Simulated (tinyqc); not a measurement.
Self-heating of a transistor with one or more fingers, with temperature-dependent conductivity: one step, computed by the program tinyqc. Command: `OMP_NUM_THREADS=1 python tinyqc.py 3005630 3005631 out.jsonl selfheat walk`. One thread of a shared host (Intel(R) Xeon(R) Processor @ 2.30GHz), about 0.05 s of CPU time with the checks.

N long parallel fingers lie on the top face of a slab whose bottom is held at T_0; the top is otherwise insulated, and heat flows in two dimensions. P in W/mm is 1000 P in W/m.

Task: Extra rise from ballistic phonons. Near a source smaller than the free path, Fourier's law overstates the flow. Rough estimate: a strip that emits phonons into a half space adds a resistance times area of 4 Lambda/(3 kappa_0), from the ballistic flux C v Delta T/4 with kappa_0 = C v Lambda/3, so Delta T_b = 4 Lambda P/(3 kappa_0 w); Knudsen number Lambda/w.

Inputs (values chosen for the exercise, modelled on gallium nitride):
```
quantity                                      value        unit
conductivity at the base temperature kappa_0    199     W/(m K)
power per gate width P                          5.1        W/mm
width of the heat source w                     0.55  micrometre
phonon free path Lambda                         130          nm
```

Power: fixed power.

largest theta = 92.71308 K

Give: Knudsen number; ballistic rise Delta T_b; Delta T_b / largest theta.

Result:

Knudsen number = 0.2364

ballistic rise Delta T_b = 8.077 K

Delta T_b / largest theta = 0.08712

By this estimate the ballistic term is at most a fifth of the Fourier rise.
